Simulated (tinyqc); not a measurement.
What each parameter does: ellipsoidal valleys in the axes of a wafer and a channel.

Valleys with axes a along [111], [1-1-1], [-11-1] and [-1-11], one whole valley each; inverse mass tensor w = 1/mt + (1/ml - 1/mt) a a. Device axes: z = nz/|nz|, x = nx/|nx|, y = z cross x; in them a = (ax, ay, az). Confinement mass mz = 1/w_zz. In the plane w_ij is replaced by u_ij = w_ij - w_iz w_jz/w_zz (i, j = x, y); density-of-states mass md = 1/sqrt(det u); conductivity mass along x mc = 1/u_xx; ballistic transport mass mx = u_yy/det u, width mass my = 1/u_yy.

Hard walls: E_n = c (n pi/t)^2/mz, c = hbar^2/2m0, n = 1, 2, 3. Non-degenerate share of a valley proportional to md sum_n exp(-E_n/kT); mean 1/mc = sum of share/mc. 1 nm = 10 angstrom.

Constants: hbar^2/2m0 = 3.80998211 eV angstrom^2; kB = 8.617333262e-05 eV/K.

Values chosen for the exercise (near those of the L valleys of GaAs; not measured data):
- ml = 1.829 m0 (longitudinal mass)
- mt = 0.077 m0 (transverse mass)
- nz = (1, 1, 3) (surface normal (confinement))
- nx = (1, -1, 0) (channel direction)
- t = 6 nm (thickness of the film)
- T = 77 K (temperature)

Lowest E1, its share and the mean conductivity mass.

One parameter was then changed.

Results before and after:
```
case     lowest E1 (meV)   share  mean mc (m0)
base               37.21  0.9998        0.0770
changed            34.12  0.9994        0.0850
```

Which of these changes was made? (a) t = 5.4 nm; (b) T = 84.7 K; (c) ml = 1.646 m0; (d) mt = 0.085 m0.
Answer: (d) mt = 0.085 m0. Of the candidates, run in turn, only this one gives the changed row.

All candidates:
```
case           lowest E1 (meV)   share  mean mc (m0)
base                     37.21  0.9998        0.0770
ml = 1.646 m0            37.69  0.9997        0.0770
mt = 0.085 m0            34.12  0.9994        0.0850
t = 5.4 nm               45.94  1.0000        0.0770
T = 84.7 K               37.21  0.9994        0.0770
```

tinyqc: `OMP_NUM_THREADS=1 python tinyqc.py 1850484 1850485 out.jsonl`; about 0.01 s, one thread, shared Intel(R) Xeon(R) Processor @ 2.30GHz.
